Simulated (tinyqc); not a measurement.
Potential-pH (Pourbaix) lines of a metal, its cation, its oxide and an oxyanion, with a complexing ligand: one step, computed by the program tinyqc. Command: `OMP_NUM_THREADS=1 python tinyqc.py 3012897 3012898 out.jsonl pourb walk`. One thread of a shared host (Intel(R) Xeon(R) Processor @ 2.30GHz), about 0.01 s of CPU time with the checks.

Potentials are against the standard hydrogen electrode; solids and water have unit activity; dG_f of M, H+ and the electron is zero; F = e N_A and s = R T ln(10)/F. The cation carries z = 2.

Problem. Mixed potential with oxygen reduction. Anodic i = i0a 10^((E - E_a)/b_a) with E_a the cation line with ligand; cathodic i = i0c 10^((E_c - E)/b_c) with E_c the oxygen line; supply caps the cathodic current, 1/i_c = 1/i(Tafel) + 1/i_L. E_corr makes the two currents equal. Without the cap it would be [b_c E_a + b_a E_c + b_a b_c log10(i0c/i0a)]/(b_a + b_c). Rate = i V_m/(z F). Films are left out.

Inputs (values chosen for the exercise, modelled on nickel):
```
quantity                       value      unit
temperature T                 298.15         K
pH                                12         -
limiting current density i_L  0.0015    A/cm^2
molar volume V_m                6.59  cm^3/mol
```

Species: M, M2+, MO, MO2(2-).

exchange current densities, metal and cathodic (A/cm^2): 4.6e-06  1.7e-11

Tafel slopes, anodic and cathodic (mV/decade): 85  145

cation line with ligand = -0.5260537 V

oxygen line = 0.5189793 V

Constants: e = 1.602176634e-19 C; N_A = 6.02214076e+23 1/mol.

Give: E_corr without the cap; corrosion potential E_corr; corrosion current density; i/i_L; etch rate.

Solution.

E_corr without the cap = -0.4309 V

corrosion potential E_corr = -0.4319 V

corrosion current density = 5.898e-05 A/cm^2

i/i_L = 0.03932

etch rate = 1.208 nm/min

The current is under activation control. Caution: other oxidation states, hydroxides and hydrides are left out, and the lines say nothing of rates. Caution: at this pH the oxide, not the cation, is the stable product, and a film would cut the rate.
